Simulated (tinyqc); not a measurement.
# Worked calculation: ballistic conductance of a hard-wall strip of a two-dimensional electron gas by counting modes

Computed by the program tinyqc: `OMP_NUM_THREADS=1 python tinyqc.py 2740037 2740038 out.jsonl`, one thread of a shared Intel Xeon 2.30GHz, about 0.04 s for the whole run. Printed values are rounded.

Subband edges E_n = C (n pi/W)^2/m, n = 1, 2, ...; C = hbar^2/(2 m0). Every mode transmits fully; spin gives the factor 2 in 2 q^2/h, valleys the factor gv.

Inputs (values chosen for the exercise): temperature T = 300 K; mass m = 0.19 m0; valleys gv = 2; Fermi energy above the 2D band edge Ef = 0.207 eV; width W = 26 nm; highest subband edge listed Et = 0.31 eV.

Constants: q = 1.602176634e-19 C, kB = 1.380649e-23 J/K, hbar = 1.054571817e-34 J s, h = 6.62607015e-34 J s, m0 = 9.1093837015e-31 kg, Vt = kB T/q, hbar^2/(2 m0) = 0.0380998212 eV nm^2. Results are converted to the units shown.

## Subband edges and their occupation

List the edges below Et; each adds its degeneracy times f = 1/(1 + exp((E_n - Ef)/Vt)) to the thermal mode count.

```
mode,edge (eV),degeneracy,f
1,0.002928,1,0.999627
2,0.011711,1,0.999476
3,0.026349,1,0.999078
4,0.046843,1,0.997965
5,0.073192,1,0.994381
6,0.105396,1,0.980739
7,0.143456,1,0.921144
8,0.187371,1,0.681198
9,0.237141,1,0.237593
10,0.292767,1,0.034972
```

## Conductance and ballistic resistance

G = (2 q^2/h) gv M; at zero temperature M counts the edges below Ef, at T it is the sum of degeneracy times f. The smooth (Sharvin) count is kF W/pi, kF = sqrt(m Ef/C), and with the boundary term kF W/pi - 1/2. The sum runs over the edges listed.

M at zero temperature = 8
M at T = 7.84617
G = 1215.86 uS
resistance 1/G = 0.822465 kohm
smooth count = 8.40861

The smooth count is 7.2 % above M at T. With the boundary term it is 7.91.
